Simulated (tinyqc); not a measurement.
# MESFET, gradual channel with velocity saturation, step by step

tinyqc, about 0.06 s, one thread, Intel Xeon 2.30GHz (shared host): `OMP_NUM_THREADS=1 python tinyqc.py 2500136 2500137 out.jsonl` Printed values are rounded.

A uniformly doped n-type channel, depleted from the top by a Schottky gate; at channel potential V the depleted share of a is u = sqrt((Vbi - Vg + V)/Vp), s at the source. Electrons drift with v = mu E/(1 + mu E/vsat). Abrupt depletion edge, no series resistance, source at 0.

Values chosen for this exercise; material values those of a made-up semiconductor: temperature T = 273 K; relative permittivity of the semiconductor eps_r = 10.3; conduction-band density of states at T Nc = 6.14e17 cm^-3; donor density of the channel Nd = 8.1e16 cm^-3; channel thickness a = 140 nm; low-field mobility at this doping mu = 3000 cm^2/(V s); saturation velocity vsat = 1.5e7 cm/s; gate length L = 5 um; gate width W = 50 um; Schottky barrier phiB = 0.93 V; gate voltage Vg = 0 V; drain voltage Vd = 0.33 V.

Constants: q = 1.602176634e-19 C, kB = 1.380649e-23 J/K, Vt = kB T/q, eps0 = 8.8541878128e-14 F/cm where lengths are in cm. Results are converted to the units shown.

## Built-in and pinch-off voltages

Vbi = phiB - Vt ln(Nc/Nd); Vp = q Nd a^2/(2 eps0 eps_r); G0 = q mu Nd a W/L; Z = mu Vp/(vsat L); s = sqrt((Vbi - Vg)/Vp). VT = Vbi - Vp.

Vbi = 0.8823484 V
Vp = 1.394555 V
VT = -0.5122062 V
G0 = 5.450605 mS
Z = 0.5578219
s = 0.7954306

Z = 0.558: velocity saturation matters.

## Current below saturation

u = sqrt((Vbi - Vg + Vd)/Vp). I = (G0 Vp/3) F/(1 + Z (u^2 - s^2)), F = 3 (u^2 - s^2) - 2 (u^3 - s^3), with u at V = Vd; Z = 0 gives constant mobility, for which u stops at 1.

u = 0.9323864
F = 0.09532747
I for Z = 0 = 0.2415333 mA
I = 0.2133686 mA

The falling mobility lowers the current by 11.7 %.

## Iteration 1: the saturation point by Newton steps

u at the start = 0.9

a is the channel (half-)thickness, Vp its pinch-off voltage and Z = mu Vp/(vsat L); an iterate with u > 1 is an overshoot, not a physical state. f = (1 - u)(1 + Z (u^2 - s^2)) - Z F/3, F = 3 (u^2 - s^2) - 2 (u^3 - s^3); f' = -(1 + Z (u^2 - s^2)); u(new) = u - f/f'.

f = 0.09493554
f' = -1.098896
u after iteration 1 = 0.9863917

## Iteration 2: the saturation point by Newton steps

As before.

f = -0.003866879
f' = -1.189804
u after iteration 2 = 0.9831417

## Course of the iteration: the saturation point by Newton steps

Stop when u changes by less than 1e-10, or after 60 iterations.

Course of the iteration:
```
iteration          u  |change|
1          0.9863917    0.0864
2          0.9831417   3.25e-3
3          0.9831368   4.89e-6
4          0.9831368  1.11e-11
```

Converged in 4 iterations. At the end the number of correct digits about doubles with each step.

## Saturation voltage, current and transconductance

um = 0.9831368

Vdsat = Vp (um^2 - s^2); Isat = (G0 Vp/Z)(1 - um), which is q Nd vsat a W (1 - um); gm = G0 (um - s)/(1 + Z (um^2 - s^2)). For Z = 0: Vdsat = Vp (1 - s^2), Isat = (G0 Vp/3)(1 - 3 s^2 + 2 s^3), gm = G0 (1 - s).

Vdsat = 0.4655695 V
Isat = 0.2297865 mA
gm = 0.8624924 mS
Vdsat for Z = 0 = 0.5122062 V
Isat for Z = 0 = 0.2747164 mA
gm for Z = 0 = 1.115027 mS

The current saturates with 1.69 % of the channel still open at the drain, at 0.836 of the constant-mobility current.
